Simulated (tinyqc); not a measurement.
## Thickness from two neighbouring fringes

Inverse problem. At normal incidence a transparent film with an index between those of air and substrate, taken as constant, has reflectance minima at 2 n1 d = (m + 1/2) lam (small phase shifts at the substrate neglected). Find d and the order m of the shorter wavelength.

Inputs (values chosen for the exercise): index of the transparent film n1 = 2.039.

wavelengths of two neighbouring reflectance minima (nm): [550, 707.14286]

Solution. Neighbouring orders differ by one: 2 n1 d (1/lam1 - 1/lam2) = 1.

d = 606.9 nm
m = 4

Program tinyqc, `OMP_NUM_THREADS=1 python tinyqc.py 2870134 2870135 out.jsonl`; Intel Xeon 2.30GHz, shared host, one thread, about 0.01 s.
